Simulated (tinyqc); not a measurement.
Minority carriers and saturation current of a heavily doped emitter: one step of the calculation.

n-type, parabolic bands, full ionisation. eta = (EF - Ec)/kB T solves N = Nc F12(eta), F12(x) = (2/sqrt(pi)) int_0^infinity sqrt(u)/(1 + exp(u - x)) du. The gap shrinks rigidly by dEg = a3 y^(1/3) + a4 y^(1/4) + a2 y^(1/2), y = N/1e18 cm^-3, an empirical law that is here taken as the true narrowing.

Task. Fermi level. Newton step on ln F12(eta) = ln(N/Nc): eta(new) = eta - ln(Nc F12/N) F12/Fm, Fm(x) = dF12/dx = (1/sqrt(pi)) int_0^infinity u^(-1/2)/(1 + exp(u - x)) du.

Inputs (values chosen for the exercise): conduction-band density of states at 350 K Nc = 3.53e19 cm^-3; ionised donor density N = 7.8e19 cm^-3.

eta at the start (Boltzmann value) = 0.7928

Give: F12; Fm; eta after iteration 1.

Result.

F12 = 1.372
Fm = 0.9351
eta after iteration 1 = 1.492

Range of the model: Band tails, non-parabolic bands and incomplete ionisation are left out.

Program tinyqc, `OMP_NUM_THREADS=1 python tinyqc.py 2330154 2330155 out.jsonl`; Intel Xeon 2.30GHz, shared host, one thread, about 0.01 s.
